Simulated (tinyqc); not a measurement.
Inside a calculation. Method: lattice vibrations of a chain. One step of it, computed by the program tinyqc.

Task: Frequencies. omega^2 are the eigenvalues; wavenumber = 521.4708 sqrt(eigenvalue) 1/cm.

D(q) (eV/(angstrom^2 u)):
```
[[0.733010, -0.324019, 0.000000, -0.493720+0.160419i],
 [-0.324019, 0.423275, -0.155381, 0.000000],
 [0.000000, -0.155381, 0.165751, -0.040600],
 [-0.493720-0.160419i, 0.000000, -0.040600, 0.910204]]
```

Give: eigenvalues; wavenumbers; weights |e|^2 of the mass-weighted modes.

Result:

eigenvalues: [0.0005, 0.2307, 0.6019, 1.3991]

wavenumbers (1/cm): [12.1, 250.5, 404.6, 616.8]

weights |e|^2 of the mass-weighted modes, order atom 1, atom 2, atom 3, atom 4:
```
[[0.2111, 0.2527, 0.0948, 0.4414],
 [0.3324, 0.0550, 0.5603, 0.0523],
 [0.3732, 0.5762, 0.0480, 0.0027],
 [0.0833, 0.1161, 0.2970, 0.5036]]
```
